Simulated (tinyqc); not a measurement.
Channel mobility from two channel lengths.

Inverse problem. Two power MOSFETs differ only in channel length: R_on = R_rest + Lc (Wp + a)/(2 mch Cox Vov), Cox = 3.9 eps0/tox. Find mch and R_rest.

Values chosen for this exercise:
```
symbol,value,unit,meaning
tox,58,nm,gate oxide thickness (eps_r 3.9)
Vov,5,V,gate overdrive
Wp,3.2,um,"width of the p body in one cell, channels included"
a,1.4,um,gap between neighbouring p bodies
```

Constants: eps0 = 8.8541878128e-14 F/cm where lengths are in cm. Results are converted to the units shown.

R_on at Lc = 0.28 and 0.97 um (mohm cm^2): 1.7405950  4.0584900

Answer. R_on is a straight line in Lc; its slope gives mch and its intercept the rest.

mch = 23.00 cm^2/(V s)
R_rest = 0.8000 mohm cm^2

Numbers from tinyqc (`OMP_NUM_THREADS=1 python tinyqc.py 2230061 2230062 out.jsonl`; about 0.01 s on one thread of a shared Intel Xeon 2.30GHz).
